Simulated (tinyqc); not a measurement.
Parabolic quantum dot in a magnetic field (Fock-Darwin): one step. Singlet and triplet of two electrons. Three cases, with inputs chosen for the exercise.

Task: Give J0, the triplet less the singlet, and J0/W.

Two electrons, first order in the Coulomb energy: the singlet (0,0)^2 has 2W + J0 and the lowest triplet (0,0)(0,1) has 3W - wc/2 + J0/2 - Ez, with J0 = sqrt(pi/2) q/(eps lam), q = e^2/(4 pi eps0), Ez = |gs| muB B.

Constants: e^2/(4 pi eps0) = 14.39964547 eV angstrom.

Give: J0; E(T) - E(S); J0/W.

Case 1.

Values chosen (out of a larger set: near those of a gate-defined dot in Si; not measured data): eps = 11.9 (dielectric constant).

hbar W = 1.369367 meV
hbar wc = 1.631156 meV
Zeeman energy = 0.293060 meV
lam = 174.664 angstrom

Result:

J0 = 8.683 meV
E(T) - E(S) = -4.081 meV
J0/W = 6.34

The triplet is lower at this order. J0 exceeds W, so first order overstates the interaction and the result is only a guide.

Case 2.

Values chosen (out of a larger set: near those of a gate-defined dot in GaAs; not measured data): eps = 13.2 (dielectric constant).

hbar W = 8.330342 meV
hbar wc = 9.623845 meV
Zeeman energy = 0.129816 meV
lam = 117.905 angstrom

Result:

J0 = 11.596 meV
E(T) - E(S) = -2.409 meV
J0/W = 1.39

The triplet is lower at this order. J0 exceeds W, so first order overstates the interaction and the result is only a guide.

Case 3.

Values chosen (out of a larger set: near those of a gate-defined dot in InAs; not measured data): eps = 15.3 (dielectric constant).

hbar W = 6.327761 meV
hbar wc = 7.756432 meV
Zeeman energy = 0.993599 meV
lam = 200.351 angstrom

Result:

J0 = 5.887 meV
E(T) - E(S) = -1.488 meV
J0/W = 0.93

The triplet is lower at this order. J0 is not small against W, so higher orders, which favour the singlet, can shift the splitting by a large part of itself.

Computed by tinyqc, one run a case: `OMP_NUM_THREADS=1 python tinyqc.py N N+1 out.jsonl` with N = 1281202, 1281447, 1281815; one thread of a shared Intel(R) Xeon(R) Processor @ 2.30GHz, about 0.1 s a run at most.
